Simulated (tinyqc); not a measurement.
From results back to parameters: carrier statistics of a doped semiconductor with parabolic bands. Two cases, with inputs chosen for the exercise.

Problem. ni^2 = C^2 (T/300 K)^3 exp(-Eg(T)/kB T) with Eg(T) = Eg0 - al T^2/(T + be). Two intrinsic densities were computed from hidden Eg0 and C = sqrt(Nc Nv) at 300 K.

Constants: kB = 8.617333262e-05 eV/K.

Case 1.

Values chosen (near those of InSb; the results hold for these values, not for the real material): al = 0.000314 eV/K (Varshni alpha); be = 172 K (Varshni beta); T1 = 290 K; T2 = 510 K.

ni(T1) = 1.53323e+16 1/cm^3
ni(T2) = 3.32465e+17 1/cm^3

Case 2.

Values chosen (near those of Ge; the results hold for these values, not for the real material): al = 0.000481 eV/K (Varshni alpha); be = 235 K (Varshni beta); T1 = 260 K; T2 = 450 K.

ni(T1) = 1.66392e+12 1/cm^3
ni(T2) = 5.91563e+15 1/cm^3

Find: Eg0; C.

Solution. y(T) = 2 ln ni - 3 ln(T/300) - al T/((T + be) kB) equals 2 ln C - Eg0/(kB T), a straight line in 1/T; two points give slope and intercept.

Case 1.

Eg0 = 0.233 eV
C = 5.44e+17 1/cm^3

Case 2.

Eg0 = 0.741 eV
C = 7.30e+18 1/cm^3

Computed by tinyqc, one run a case: `OMP_NUM_THREADS=1 python tinyqc.py N N+1 out.jsonl` with N = 1681580, 1681715; one thread of a shared Intel(R) Xeon(R) Processor @ 2.30GHz, about 0.01 s a run at most.
